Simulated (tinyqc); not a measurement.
Inside a calculation. Model: square-lattice Ising model by mean field, Bethe lattice, transfer matrix, exact enumeration and Monte Carlo steps. Computed by tinyqc, a small Python program that keeps every step. Command: `OMP_NUM_THREADS=1 python tinyqc.py 3006608 3006609 out.jsonl ising walk`. One thread of a shared host (Intel(R) Xeon(R) Processor @ 2.30GHz), about 0.05 s of CPU time with the checks. Intermediate numbers are printed to about 6 digits and carried at full precision; extremes and crossings named in words are read from the listed rows.

H = -J sum over nearest pairs s_i s_j, s = +-1, no field, periodic boundaries; energies per site are in J. As a lattice gas or an alloy, s marks which species holds the site.

Inputs (values chosen for the exercise, for a model lattice):
```
quantity                                                                 value  unit
coupling J                                                                13.8   meV
temperature T                                                              670     K
strip width w                                                                2     -
factor on the grid 1.5, 1.85, 2.1, 2.45, 2.65, 3.1, 3.6, 4.4 of k_B T/J  0.949     -
```

Enumerated cell: 4 x 4. Monte Carlo rule: Metropolis.

Constants: k_B = 8.617333262e-05 eV/K.

## Reduced coupling

K = J/(k_B T). Onsager: k_B T_c/J = 2/ln(1 + sqrt 2); mean field: 4; Bethe lattice with z = 4: 2/ln 2.

K = 0.239018

critical temperatures (K): exact 363.393, Bethe 462.073, mean field 640.569

T lies above all three.

## Three theories of the infinite lattice

K = J/(k_B T). Mean field: m = tanh(4 K m), u = -2 m^2. Bethe: cavity field h = 3 artanh(tanh K tanh h), m = tanh(4h/3), u = -2 (tanh K + tanh^2 h)/(1 + tanh K tanh^2 h). Exact: m = [1 - sinh(2K)^(-4)]^(1/8) below T_c; u = -coth(2K) [1 + (2/pi)(2 tanh^2(2K) - 1) K1(k)], k = 2 sinh(2K)/cosh^2(2K), K1 the complete elliptic integral of the first kind. The largest root is taken.

m, mean field = 0

u, mean field = 0

cavity field h = 0

m, Bethe = 0

u, Bethe = -0.469137

m, exact = 0

u, exact = -0.527613

Against the exact energy mean field misses by +0.528 J and Bethe by +0.058 J. Mean field has no short-range order, so its energy is zero above its T_c.

## Transfer matrix

Strip of w sites, periodic across (for w = 2 the pair is joined by two bonds): T(s, s') = exp(K [sum_i s_i s'_i + (r(s) + r(s'))/2]), r(s) = sum_i s_i s_(i+1).

T:
```
         ++       +-       -+       --
++  2.60146  1.00000  1.00000  1.00000
+-  1.00000  1.00000  0.38440  1.00000
-+  1.00000  0.38440  1.00000  1.00000
--  1.00000  1.00000  1.00000  2.60146
```

## Free energy and correlation length of the strip

With the eigenvalues l1 > l2: -f/(k_B T) = ln(l1)/w per site; xi = 1/ln(l1/l2) rows.

three largest eigenvalues: 4.77960  1.60146  0.61560

-f/(k_B T) = 0.782178

correlation length xi = 0.914546

xi/w = 0.457; for wide strips at T_c this ratio tends to 4/pi = 1.273, and T lies above T_c, where xi tends to a constant.

## Exact averages on the small cell

States of the 4 x 4 cell:
```
E (J)  |M|  count
-32     16      2
-24     14     32
-20     12     64
-16      0      8
-16      8     48
-16     10    192
-16     12    176
-12      2    128
-12      4    192
-12      6    384
-12      8    512
-12     10    512
-8       0    768
-8       2   1248
-8       4   1408
-8       6   1376
-8       8   1472
-8      10    416
-4       0   1600
-4       2   3840
-4       4   3648
-4       6   3328
-4       8   1152
0        0   4356
0        2   7360
0        4   5856
0        6   2496
0        8    456
4        0   3264
4        2   6272
4        4   3136
4        6    896
8        0   2112
8        2   2784
8        4   1536
8        6    256
12       0    576
12       2   1024
12       4    128
16       0    120
16       2    192
16       4    112
20       0     64
24       2     32
32       0      2
```

Weights count x exp(-K E); N = 16; u = <E>/N, c = K^2 (<E^2> - <E>^2)/N in k_B, Binder U = 1 - <M^4>/(3 <M^2>^2).

ln Z / N = 0.755938

u, cell = -0.584495

heat capacity c, cell = 0.207158

<|m|>, cell = 0.399420

Binder cumulant U = 0.280220

The cell energy lies -0.057 J from the infinite lattice: periodic images add correlation. <|m|> stays finite although the infinite lattice has m = 0.

## The methods across T_c

The grid values of k_B T/J times the given factor are rounded to 3 figures before use.

Order and energy:
```
k_B T/J    T (K)  m mean field   m Bethe   m exact  <|m|> cell   u Bethe   u exact    u cell    U cell
1.42     227.402      0.992572  0.990733  0.990543    0.990363  -1.96545  -1.96511  -1.96485  0.664868
1.76     281.851      0.976669  0.965731  0.962672    0.961934  -1.88075  -1.87603  -1.87510  0.657850
1.99     318.683      0.958453  0.930594  0.914545    0.921201  -1.77347  -1.75272  -1.76139  0.645550
2.33     373.132      0.917958  0.827952  0.000000    0.823800  -1.50875  -1.29375  -1.51735  0.608826
2.51     401.957      0.888873  0.728951  0.000000    0.761174  -1.30174  -1.09756  -1.37100  0.579760
2.94     470.819      0.792586  0.000000  0.000000    0.618499  -0.65520  -0.84225  -1.05422  0.493312
3.42     547.687      0.620310  0.000000  0.000000    0.503120  -0.56868  -0.68062  -0.80739  0.395467
4.18     669.395      0.000000  0.000000  0.000000    0.399776  -0.46955  -0.52819  -0.58528  0.280659
```

At k_B T/J = 1.42 all values of m agree within 0.003. At 2.33 the exact m is 0 while Bethe gives 0.83, mean field 0.92 and the cell 0.82: neglect of fluctuations raises T_c, and a finite cell rounds the transition. U falls from 0.665 (2/3 when ordered) to 0.281 (0 for a large disordered system).

## Metropolis steps

start configuration, 5 x 5, rows and columns numbered from 1:
```
    1   2   3   4   5
1   1   1  -1   1   1
2  -1   1   1   1   1
3   1  -1   1   1  -1
4   1   1   1  -1   1
5   1   1  -1   1  -1
```

Random draws:
```
step  row  column       u
1       2       1  0.0521
2       2       3  0.3755
3       3       1  0.0319
4       3       5  0.4196
5       4       5  0.7146
6       1       5  0.1485
7       2       4  0.2610
8       1       3  0.6656
9       5       1  0.7308
10      5       4  0.0809
11      4       1  0.4356
12      2       1  0.6027
13      2       5  0.7496
14      1       5  0.2181
```

h is the sum of the four neighbours. dE = 2 J s h; flip if u < p = min(1, exp(-2 K s h)).

Steps:
```
step  s before   h        p  s after
1           -1   4  1.00000        1
2            1   2  0.38440       -1
3            1   0  1.00000       -1
4           -1   2  1.00000        1
5            1   0  1.00000       -1
6            1   2  0.38440       -1
7            1   2  0.38440       -1
8           -1   0  1.00000        1
9            1   2  0.38440        1
10           1  -2  1.00000       -1
11           1   0  1.00000       -1
12           1   2  0.38440        1
13           1   0  1.00000       -1
14          -1   0  1.00000        1
```

configuration after the steps:
```
    1   2   3   4   5
1   1   1   1   1   1
2   1   1  -1  -1  -1
3  -1  -1   1   1   1
4  -1   1   1  -1  -1
5   1   1  -1  -1  -1
```

12 of the 14 steps changed a spin; the sum of spins went from 11 to 3.

Checks made by the program: ln Z of the cell against the trace of a power of the transfer matrix (relative difference below 1e-10).
